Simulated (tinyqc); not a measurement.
Changing the fraction x of B sites: two-sublattice mean-field magnet: ferrimagnet, compensation points and susceptibility. Computed by tinyqc, a small Python program. Command: `OMP_NUM_THREADS=1 python tinyqc.py 3026830 3026831 out.jsonl ferri sweep`. One thread of a shared host (Intel(R) Xeon(R) Processor @ 2.30GHz), about 0.06 s of CPU time with the checks.

A random alloy A(1-x)B(x) with H = -sum over pairs J S_i.S_j. a = <S_A> and b = <S_B> are taken along z, a > 0. Exchange fields: h_A = (1 - x) zJ_AA a + x zJ_AB b, h_B = (1 - x) zJ_AB a + x zJ_BB b; a = S_A B_(S_A)(S_A h_A/(k_B T)) and likewise for b, with the Brillouin function B_S(y) = [(2S + 1)/(2S)] coth[(2S + 1) y/(2S)] - [1/(2S)] coth[y/(2S)].

Inputs (values chosen for the exercise, for a model ferrimagnet):
```
quantity                 value  unit
spin S_A                   2.5     -
spin S_B                   3.5     -
g factor g_A                 2     -
g factor g_B                 2     -
z J_AA                    8.78   meV
z J_BB                     1.1   meV
z J_AB                    -3.8   meV
T over T_c                0.49     -
largest number of steps   3000     -
```

Constants: k_B = 8.617333262e-05 eV/K.

Method:
- Linearised, T (a, b) = M (a, b) with M_ij = S_i (S_i + 1) c_j zJ_ij/(3 k_B), c_A = 1 - x, c_B = x. T_c is the larger eigenvalue, and its eigenvector gives b/a at onset, (T_c - M_AA)/M_AB.
- Repeat from a = S_A, b = -S_B until a and b change by less than 1e-10.
- Net moment m = (1 - x) g_A a + x g_B b in mu_B per site; net spin s = (1 - x) a + x b. At T = 0, a = S_A and b = -S_B. Effective g = m/s.
- T_M: m = 0; T_A: s = 0; searched between 0.02 and 0.97 T_c, and given as 0 if there is no change of sign.

One run for each value; columns: (1) fraction x of B sites; (2) m at T = 0 (mu_B); (3) magnetic compensation T_M (K); (4) T_c (K); (5) net moment m (mu_B); (6) angular-momentum compensation T_A (K):
```
(1)     (2)    (3)    (4)     (5)    (6)
0.08   4.04    0.0  281.3   3.729    0.0
0.13   3.44    0.0  271.4   3.263    0.0
0.18   2.84    0.0  261.3   2.796    0.0
0.24   2.12    0.0  249.2   2.233    0.0
0.29   1.52    0.0  238.9   1.763    0.0
0.34   0.92    0.0  228.6   1.290    0.0
0.39   0.32    0.0  218.2   0.815    0.0
0.45  -0.40   71.9  205.5   0.241   71.9
0.50  -1.00  119.1  194.8  -0.242  119.1
0.55  -1.60  153.3  183.9  -0.730  153.3
```

Describe and explain the trends.

Over the rows, m at T = 0 (mu_B) falls from 4.04 to -1.60; magnetic compensation T_M (K) rises from 0 to 153, flat over part of the range; T_c (K) falls from 281 to 184 (exponent d ln y / d ln x -0.074 between the first rows and -0.60 between the last). A compensation point exists in 3 rows, only where B wins at T = 0 and A near T_c; within that window T_M moves by 8.13 K for each per cent of B. A zero marks no point.

Extremes, crossings and ranges named in words are read from the listed rows.
